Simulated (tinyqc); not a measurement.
Switching kinetics of a ferroelectric film and the memory window of a ferroelectric gate stack. Changing the pulse height V. Computed by tinyqc, a small Python program. Command: `OMP_NUM_THREADS=1 python tinyqc.py 3010389 3010390 out.jsonl feswitch sweep`. One thread of a shared host (Intel(R) Xeon(R) Processor @ 2.30GHz), about 0.03 s of CPU time with the checks.

Fields in MV/cm; 1 microcoulomb/cm^2 over eps_0 is 11.29409 MV/cm. In the stack (metal, ferroelectric, interlayer, channel) the channel is taken as a conductor.

Inputs (values chosen for the exercise, for a model film):

| quantity | value | unit |
|---|---|---|
| saturation polarisation P_s | 24 | microcoulomb/cm^2 |
| ratio P_r/P_s | 0.84 | - |
| coercive field E_c | 1 | MV/cm |
| permittivity of the ferroelectric eps_F | 30 | - |
| thickness t_F | 5.8 | nm |
| permittivity of the interlayer eps_I | 3.9 | - |
| interlayer thickness t_I | 0.66 | nm |
| share s of P screened by trapped charge | 0.87 | - |
| time constant t_inf | 1.9e-09 | s |
| activation field E_a | 8.2 | MV/cm |
| Merz exponent alpha | 2 | - |
| dimension n | 2 | - |
| half width w of log10 t | 1.1 | - |
| pulse length t_p | 2.6e-06 | s |
| breakdown field of the interlayer | 16 | MV/cm |

Kinetics: nucleation-limited (NLS).

Method. Series stack: V = E_F t_F + E_I t_I and eps_I E_I = eps_F E_F + (1 - s) P/eps_0. Before switching P = -P_r, after it P = +P_s; in retention V = 0 and P = +P_r. Merz's law: t1 = t_inf exp[(E_a/E)^alpha] at the mean of the fields before and after switching. NLS: switched share = integral of [1 - exp(-(t/tau)^n)] F(z) dz over z = log10 tau, with the Lorentzian F = (1/pi) w/[(z - log10 t1)^2 + w^2].

One run for each value:

| pulse height V (V) | switched share | switching time t1 (s) | E_F after switching (MV/cm) | E_I after switching (MV/cm) |
|---|---|---|---|---|
| 1.5 | 0.0266 | 4.558e+07 | 0.831 | 15.43 |
| 2.3 | 0.0962 | 1.228e-02 | 1.566 | 21.08 |
| 3.1 | 0.3817 | 9.706e-06 | 2.302 | 26.74 |
| 3.9 | 0.7186 | 4.044e-07 | 3.037 | 32.40 |
| 4.8 | 0.8174 | 6.434e-08 | 3.865 | 38.76 |
| 5.6 | 0.8473 | 2.509e-08 | 4.600 | 44.42 |
| 6.4 | 0.8622 | 1.364e-08 | 5.336 | 50.08 |
| 7.2 | 0.8709 | 8.997e-09 | 6.071 | 55.74 |
| 8.0 | 0.8765 | 6.684e-09 | 6.807 | 61.40 |

Describe the trends.

Over the rows, switched share rises from 0.0266 to 0.877 (exponent d ln y / d ln x 3.0 between the first rows and 0.061 between the last); switching time t1 (s) falls from 4.56e7 to 6.68e-9 (exponent d ln y / d ln x -52 between the first rows and -2.8 between the last); E_F after switching (MV/cm) rises from 0.831 to 6.81 (exponent d ln y / d ln x 1.5 between the first rows and 1.1 between the last).

Caution (rows 1.50): E_F after switching lies below E_c, so switching stalls before P_s and that state is not reached. Caution (rows 1.50, 2.30): the field changes much during switching, so one mean field is a crude stand-in. Caution (rows 2.30, 3.10, 3.90, 4.80, 5.60, 6.40, 7.20, 8.00): the interlayer field exceeds its breakdown field, so charge injection would change the fields.
